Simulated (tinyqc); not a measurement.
Body thickness for a wanted scale length.

Question. A double-gate structure has tan(pi ti/Lambda) tan(pi ts/(2 Lambda)) = ei/eps_r, both angles below pi/2. Find ts.

Parameters, values chosen for the exercise; permittivities: semiconductor close to that of silicon, insulator close to that of aluminium oxide: relative permittivity of the semiconductor eps_r = 11.9; relative permittivity of the insulator ei = 8.87; insulator thickness ti = 2.5 nm.

Lambda = 21.488780 nm

Answer. The condition is explicit in ts: an arctangent, taken between 0 and pi/2.

ts = 15.0 nm

tinyqc, about 0.01 s, one thread, Intel Xeon 2.30GHz (shared host): `OMP_NUM_THREADS=1 python tinyqc.py 2420159 2420160 out.jsonl`
